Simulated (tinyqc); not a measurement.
What each parameter does: eight-band Kane k.p model.

Eight-band Kane model, basis S, X, Y, Z times spin, zero of energy at the top of the unstrained valence band, c = hbar^2/2m0. Within each spin: H_SS = Eg + A c k^2, H_SX = i P kx (likewise Y, Z), H_XX = -Dso/3 + L kx^2 + M (ky^2 + kz^2), H_XY = N kx ky, and cyclic. Spin-orbit term (Dso/3) L.sigma on X, Y, Z with (L_k)_ij = -i epsilon_kij: <X+|H|Y+> = -i Dso/3, <X+|H|Z-> = Dso/3, <Y+|H|Z-> = -i Dso/3, <Z+|H|X-> = -Dso/3, <Z+|H|Y-> = i Dso/3, <X-|H|Y-> = i Dso/3, and their conjugates; + and - are the spin along z. Terms from inversion asymmetry are left out, so every level is twofold.

P = sqrt(Ep c); A = 1/me - Ep (Eg + 2 Dso/3)/(Eg (Eg + Dso)) keeps the electron mass; g1' = g1 - Ep/(3 Eg), g2' = g2 - Ep/(6 Eg), g3' = g3 - Ep/(6 Eg) remove the coupling to S that the Luttinger values already hold; L = -c (g1' + 4 g2'), M = -c (g1' - 2 g2'), N = -6 c g3'.

Constants: hbar^2/2m0 = 3.80998211 eV angstrom^2.

Values chosen for the exercise (near those of GaSb; the results hold for these values, not for the real material):

| symbol | value | unit | meaning |
|---|---|---|---|
| Eg | 0.814 | eV | gap at Gamma to the s-like level |
| Dso | 0.771 | eV | spin-orbit splitting |
| Ep | 25.7 | eV | Kane energy |
| me | 0.0406 | m0 | electron mass at Gamma |
| g1 | 13.36 |  | Luttinger gamma1 |
| g2 | 4.65 |  | gamma2 |
| g3 | 6.05 |  | gamma3 |
| kmax | 0.08 | 1/angstrom | end of the path |

Unstrained; levels at |k| = kmax along [100], all derived values formed anew.

One parameter was then changed.

Results before and after:

| case | conduction (eV) | heavy hole (eV) | light hole (eV) | split-off (eV) |
|---|---|---|---|---|
| base | 1.2144 | -0.0990 | -0.3422 | -0.9821 |
| changed | 1.2252 | -0.1217 | -0.3397 | -0.9727 |

Which of these changes was made? (a) me = 0.0365 m0; (b) Ep = 28.27 eV; (c) g2 = 4.185; (d) g1 = 14.696; (e) Dso = 0.8481 eV; (f) g3 = 6.655; (g) Eg = 0.8954 eV.

Answer: (c) g2 = 4.185. Of the candidates, run in turn, only this one gives the changed row.

All candidates:

| case | conduction (eV) | heavy hole (eV) | light hole (eV) | split-off (eV) |
|---|---|---|---|---|
| base | 1.2144 | -0.0990 | -0.3422 | -0.9821 |
| Eg = 0.8954 eV | 1.3031 | -0.0990 | -0.3451 | -1.0034 |
| Dso = 0.8481 eV | 1.2160 | -0.0990 | -0.3469 | -1.0500 |
| Ep = 28.27 eV | 1.2203 | -0.0990 | -0.3473 | -0.9704 |
| me = 0.0365 m0 | 1.2657 | -0.0990 | -0.3321 | -0.9760 |
| g1 = 14.696 | 1.2065 | -0.1316 | -0.3699 | -1.0117 |
| g2 = 4.185 | 1.2252 | -0.1217 | -0.3397 | -0.9727 |
| g3 = 6.655 | 1.2144 | -0.0990 | -0.3422 | -0.9821 |

Along [100] the heavy hole does not couple to S or to g3, so it follows g1 - 2 g2 alone.

tinyqc: `OMP_NUM_THREADS=1 python tinyqc.py 1080034 1080035 out.jsonl`; about 0.05 s, one thread, shared Intel(R) Xeon(R) Processor @ 2.30GHz.
